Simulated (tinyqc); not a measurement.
From ballistic to localised: localisation in a chain with random site energies (transfer matrices).

Hopping -t; leads with site energy 0, E = -2t cos(ka). psi_(j+1) = ((e_j - E)/t) psi_j - psi_(j-1), a product of matrices M_j = [[(e_j - E)/t, -1], [1, 0]]. For M = M_N ... M_1 the transmission is T = 4 sin^2(ka)/|M21 - M12 + M22 exp(ika) - M11 exp(-ika)|^2. Long samples draw e_j = W (x_j/2147483647 - 1/2) from x_j = 16807 x_(j-1) mod 2147483647, starting at x0. The localisation length xi, in sites, is defined by ln T = -2N/xi on average; weak disorder gives xi = 24 (4t^2 - E^2)/W^2, and the mean free path for backscattering is xi/2.

Parameters, chosen for this exercise: t = 1.29 eV (hopping); E = -0.84 eV (energy); W = 1.44 eV (full width of the disorder); x0 = 5576 (start of the number sequence).

200 samples of each length, cut one after another from the start of the sequence. Typical T = exp(mean ln T). Ohmic: 1/(1 + 2N/xi); localised: exp(-2N/xi), both with the weak-disorder xi.

Transmission:

| N | mean T | typical T | spread of ln T | ohmic | localised |
|---|---|---|---|---|---|
| 2 | 0.943 | 0.942 | 0.059 | 0.945 | 0.944 |
| 5 | 0.867 | 0.860 | 0.131 | 0.873 | 0.865 |
| 10 | 0.756 | 0.735 | 0.250 | 0.775 | 0.748 |
| 20 | 0.600 | 0.534 | 0.526 | 0.633 | 0.559 |
| 40 | 0.439 | 0.326 | 0.910 | 0.463 | 0.313 |
| 80 | 0.231 | 0.105 | 1.548 | 0.301 | 0.0980 |

What can be read from this table?

With xi = 68.9 sites, mean and typical T are 0.867 and 0.860 at N = 5, and 0.231 and 0.105 at N = 80, where ln T scatters by 1.5. The slope of ln(typical T) between 40 and 80 sites gives xi = 70.7, uncertain by about 11 % from the scatter of 200 samples. At N = 80 the ohmic law gives 2.87 times the typical value: these lengths have not yet passed far beyond xi.

Run: tinyqc, `OMP_NUM_THREADS=1 python tinyqc.py 1480570 1480571 out.jsonl`; Intel(R) Xeon(R) Processor @ 2.30GHz, one thread, shared host; about 0.08 s of CPU time with all checks.
